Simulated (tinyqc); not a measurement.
On-chip power grid, static voltage drop by conjugate gradients: one step of the calculation.

A grid of 3 rows and 3 columns, node k = 3 row + column. Neighbours in a row are joined by Rx, in a column by Ry; pad nodes, which reach the supply through Rp: 0, 2, 6, 8. Each node draws I0, node 4 draws kh I0. The drops u = Vdd - V solve G u = i, with G the conductance matrix (1/Rp added on the diagonal at pad nodes).

Question. Conjugate-gradient step. q = G p; with z = r/G_kk: a = (r.z)/(p.q); u(new) = u + a p; r(new) = r - a q; b = (r.z)(new)/(r.z); p(new) = z(new) + b p.

Inputs (values chosen for the exercise): resistance of a horizontal segment Rx = 0.11 ohm; resistance of a vertical segment Ry = 0.39 ohm; resistance from a pad node to the supply Rp = 0.034 ohm.

u after iteration 2 (mV):

|  | col 0 | col 1 | col 2 |
|---|---|---|---|
| row 0 | 0.4532873 | 0.9861880 | 0.4532873 |
| row 1 | 1.8780463 | 2.2265866 | 1.8780463 |
| row 2 | 0.4532873 | 0.9861880 | 0.4532873 |

r after iteration 2 (mA):

|  | col 0 | col 1 | col 2 |
|---|---|---|---|
| row 0 | -0.2341977 | -1.9085946 | -0.2341977 |
| row 1 | 0.4620909 | 1.1018863 | 0.4620909 |
| row 2 | -0.2341977 | -1.9085946 | -0.2341977 |

p after iteration 2 (mV):

|  | col 0 | col 1 | col 2 |
|---|---|---|---|
| row 0 | -0.003444634 | -0.084389288 | -0.003444634 |
| row 1 | 0.059107445 | 0.053232869 | 0.059107445 |
| row 2 | -0.003444634 | -0.084389288 | -0.003444634 |

Find: q; a; u after iteration 3; r after iteration 3; b; p after iteration 3.

Answer.

q (mA):

|  | col 0 | col 1 | col 2 |
|---|---|---|---|
| row 0 | 0.474 | -1.825 | 0.474 |
| row 1 | 0.374 | 0.599 | 0.374 |
| row 2 | 0.474 | -1.825 | 0.474 |

a = 1.162

u after iteration 3 (mV):

|  | col 0 | col 1 | col 2 |
|---|---|---|---|
| row 0 | 0.449 | 0.888 | 0.449 |
| row 1 | 1.947 | 2.288 | 1.947 |
| row 2 | 0.449 | 0.888 | 0.449 |

r after iteration 3 (mA):

|  | col 0 | col 1 | col 2 |
|---|---|---|---|
| row 0 | -0.7851 | 0.2113 | -0.7851 |
| row 1 | 0.0273 | 0.4060 | 0.0273 |
| row 2 | -0.7851 | 0.2113 | -0.7851 |

b = 0.1630

p after iteration 3 (mV):

|  | col 0 | col 1 | col 2 |
|---|---|---|---|
| row 0 | -0.01968 | -0.00357 | -0.01968 |
| row 1 | 0.01156 | 0.02610 | 0.01156 |
| row 2 | -0.01968 | -0.00357 | -0.01968 |

Program tinyqc, `OMP_NUM_THREADS=1 python tinyqc.py 2770227 2770228 out.jsonl`; Intel Xeon 2.30GHz, shared host, one thread, about 0.08 s.
